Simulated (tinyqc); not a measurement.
# Sharing a fixed EOT between the layers

Without charge in the stack, a voltage of 1 V over an EOT of 1.4 nm gives F1 = (V/EOT)(3.9/e1) and F2 = F1 e1/e2; t2 = e2 (EOT/3.9 - t1/e1).

Inputs (values chosen for the exercise): relative permittivity of layer 1 e1 = 3.83; relative permittivity of layer 2 e2 = 26.

Sharing a fixed EOT between the layers:
```
t1 (nm)	t2 (nm)	physical thickness (nm)	drop over layer 1 (V)	drop over layer 2 (V)
0	9.333	9.333	0	1.000
0.17	8.179	8.349	0.1236	0.8764
0.33	7.093	7.423	0.2400	0.7600
0.5	5.939	6.439	0.3637	0.6363
0.67	4.785	5.455	0.4873	0.5127
0.83	3.699	4.529	0.6037	0.3963
1	2.545	3.545	0.7273	0.2727
1.17	1.391	2.561	0.8510	0.1490
```

Each 0.1 nm of layer 1 costs 0.679 nm of layer 2, so the physical thickness falls from 9.33 to 2.56 nm. The fields do not change, 7.27 MV/cm in layer 1 and 1.07 MV/cm in layer 2, and layer 1 takes half of the voltage at t1 = 0.687 nm.

Program tinyqc, `OMP_NUM_THREADS=1 python tinyqc.py 2010051 2010052 out.jsonl`; Intel Xeon 2.30GHz, shared host, one thread, about 0.01 s.
